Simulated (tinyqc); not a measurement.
Trap density from one capacitance.

Problem. Traps spread evenly through the insulator exchange electrons with the semiconductor by tunnelling, with tau(x) = t0 exp(2 ka x) at depth x from the interface. The admittance per area Y seen at depth x obeys dY/dx = -Y^2/(i w eps0 eox) + q Nb ln(1 + i w tau)/tau, with Y(0) = i w Cs and w = 2 pi f; the gate sees Y(tox) = G + i w C. Working variable y = Y/(i w), in uF/cm^2. Cox = eps0 eox/tox. Find Nb and G/w.

Parameters, values chosen for the exercise: relative permittivity of the insulator eox = 21.5; insulator thickness tox = 9.3 nm; semiconductor capacitance in accumulation Cs = 0.85 uF/cm^2; decay constant of the wave function in the insulator ka = 5.3 1/nm; time constant of a trap at the interface t0 = 2e-9 s; frequency f = 100 Hz.

Constants: q = 1.602176634e-19 C, eps0 = 8.8541878128e-14 F/cm where lengths are in cm. Results are converted to the units shown.

C = 0.81525322 uF/cm^2

Solution. C rises steadily with Nb, so one density matches; in practice ka and t0 must come from the frequency dependence.

Nb = 2.100e19 cm^-3 eV^-1
G/w = 0.02178 uF/cm^2

Program tinyqc, `OMP_NUM_THREADS=1 python tinyqc.py 2202071 2202072 out.jsonl`; Intel Xeon 2.30GHz, shared host, one thread, about 0.6 s.
